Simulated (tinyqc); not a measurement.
# Worked calculation: frequency dispersion of an accumulation capacitance by border traps, distributed model

Program tinyqc, `OMP_NUM_THREADS=1 python tinyqc.py 2202152 2202153 out.jsonl`; Intel Xeon 2.30GHz, shared host, one thread, about 0.5 s. Printed values are rounded.

Traps spread evenly through the insulator exchange electrons with the semiconductor by tunnelling, with tau(x) = t0 exp(2 ka x) at depth x from the interface. The admittance per area Y seen at depth x obeys dY/dx = -Y^2/(i w eps0 eox) + q Nb ln(1 + i w tau)/tau, with Y(0) = i w Cs and w = 2 pi f; the gate sees Y(tox) = G + i w C. Working variable y = Y/(i w), in uF/cm^2. Cox = eps0 eox/tox.

Inputs (values chosen for the exercise); permittivity close to that of aluminium oxide:
- eox = 8.45 (relative permittivity of the insulator)
- tox = 9.3 nm (insulator thickness)
- Cs = 0.93 uF/cm^2 (semiconductor capacitance in accumulation)
- Nb = 5.1e18 cm^-3 eV^-1 (density of border traps)
- ka = 4.1 1/nm (decay constant of the wave function in the insulator)
- t0 = 2e-11 s (time constant of a trap at the interface)
- f = 1e5 Hz (frequency)
- xe = 2 nm (depth down to which the steps are taken)

Constants: q = 1.602176634e-19 C, eps0 = 8.8541878128e-14 F/cm where lengths are in cm. Results are converted to the units shown.

## Scales and lumped estimate

Cox; trap-free value 1/(1/Cox + 1/Cs); response depth d = ln(1/(w t0))/(2 ka), where w tau = 1; lumped estimate: all traps within d act as C_bt = q Nb d placed at d/2, so C = 1/{1/[1/(1/Cs + d/(2 eps0 eox)) + C_bt] + (tox - d/2)/(eps0 eox)}.

Cox = 0.8044934 uF/cm^2
trap-free C = 0.4313530 uF/cm^2
d = 1.376157 nm
C_bt = 0.1124472 uF/cm^2
lumped C = 0.4581146 uF/cm^2

The traps within reach amount to 0.121 Cs and lie in the first 14.8 % of the insulator.

## Midpoint steps through the active depth

In terms of y: dy/dx = -y^2/(eps0 eox) + s(x), s = q Nb ln(1 + z)/z, z = i w tau. 11 midpoint steps of h = xe/11: y_half = y + (h/2) y'(x, y), y(new) = y + h y'(x + h/2, y_half).

```
point     x (nm)        s (uF/(cm^2 nm))           y (uF/cm^2)
0              0  0.08171101-0.00000051i  0.9300000+0.0000000i
1      0.1818182  0.08171101-0.00000228i  0.9239773-0.0000002i
2      0.3636364  0.08171101-0.00001013i  0.9182189-0.0000011i
3      0.5454545  0.08171098-0.00004497i  0.9127118-0.0000048i
4      0.7272727  0.08171036-0.00019972i  0.9074435-0.0000217i
5      0.9090909  0.08169817-0.00088680i  0.9024019-0.0000965i
6       1.090909  0.08145919-0.00392113i  0.8975668-0.0004283i
7       1.272727  0.07720300-0.01606358i  0.8927498-0.0018737i
8       1.454545  0.04669095-0.03286208i  0.8855836-0.0066350i
9       1.636364  0.01405652-0.02070977i  0.8716703-0.0114874i
10      1.818182  0.00336374-0.00789656i  0.8548097-0.0133409i
11             2  0.00076754-0.00250918i  0.8377044-0.0135954i
```

## Capacitance and conductance at the gate

y at xe = 0.8377044-0.0135954i uF/cm^2

Beyond xe the traps are ignored, so 1/y(tox) = 1/y(xe) + (tox - xe)/(eps0 eox); C = Re y, G/w = -Im y, loss tangent G/(w C).

y at the gate = 0.4609783-0.0041161i uF/cm^2
C = 0.4609783 uF/cm^2
G/w = 0.004116147 uF/cm^2
loss tangent = 0.008929156

A fine integration over the whole insulator gives C = 0.46103 and G/w = 0.004225 uF/cm^2; the coarse G/w is 2.6 % below that. The fine C is 6.9 % above the trap-free value, and the lumped estimate is 0.63 % below the fine result.
